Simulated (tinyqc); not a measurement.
Tight binding, kagome lattice, step by step. Computed by tinyqc, a small Python program that keeps every step. Settings: t1 = 1.67, t2 = 1.67, delta = 0, bands filled = 1. Command: `OMP_NUM_THREADS=1 python tinyqc.py 25042 25043 out.jsonl` (the two numbers bound the seeds that draw the settings). One thread of a shared host (Intel(R) Xeon(R) Processor @ 2.60GHz), about 0.01 s of CPU time with the checks.

## Bloch Hamiltonian at k

Parameters chosen for this model:
```
parameter,value,unit
t1,1.670000,"eV, up triangles"
t2,1.670000,"eV, down triangles"
delta,0,eV on site C
```

k point k (fractions of the reciprocal vectors): -0.1900  0.3500

H_AB = -t1 - t2 exp(-i k.a1), H_AC = -t1 - t2 exp(-i k.a2), H_BC = -t1 - t2 exp(i k.(a1 - a2)), H_CC = delta.

H(k) at k (eV), lower triangle (Hermitian):
```
,A,B,C
A,0.0000
B,-2.2848+1.5527i,0.0000
C,-0.6884-1.3511i,-0.0525+0.4153i,0.0000
```

## Levels at k

Diagonalise the Hermitian matrix.

eigenvalues (eV): -2.9887  -0.3513  3.3400

weights |c|^2 of the basis functions:
```
,band 1,band 2,band 3
A,0.5247,0.0053,0.4700
B,0.3974,0.2235,0.3791
C,0.0780,0.7712,0.1509
```

## Bloch Hamiltonian at K

k point K (fractions of the reciprocal vectors): 0.3333  0.6667

As before.

H(k) at K (eV), lower triangle (Hermitian):
```
,A,B,C
A,0.0000
B,-0.8350-1.4463i,0.0000
C,-0.8350+1.4463i,-0.8350-1.4463i,0.0000
```

## Levels at K

As before.

eigenvalues (eV): -1.6700  -1.6700  3.3400

## Bands along a path

The same steps at evenly spaced points between the labelled ones.

Bands along the path (eV):
```
k,band 1,band 2,band 3
G,-6.6800,3.3400,3.3400
G-K 0.25,-6.2325,2.8925,3.3400
G-K 0.50,-5.0100,1.6700,3.3400
G-K 0.75,-3.3400,0,3.3400
K,-1.6700,-1.6700,3.3400
K-M 0.25,-2.3617,-0.9783,3.3400
K-M 0.50,-2.8925,-0.4475,3.3400
K-M 0.75,-3.2262,-0.1138,3.3400
M,-3.3400,0,3.3400
M-K' 0.25,-3.2262,-0.1138,3.3400
M-K' 0.50,-2.8925,-0.4475,3.3400
M-K' 0.75,-2.3617,-0.9783,3.3400
K',-1.6700,-1.6700,3.3400
```

With 1 band(s) filled, the highest filled level on these points lies at K and the lowest empty one at K: the bands touch or overlap, so there is no gap.
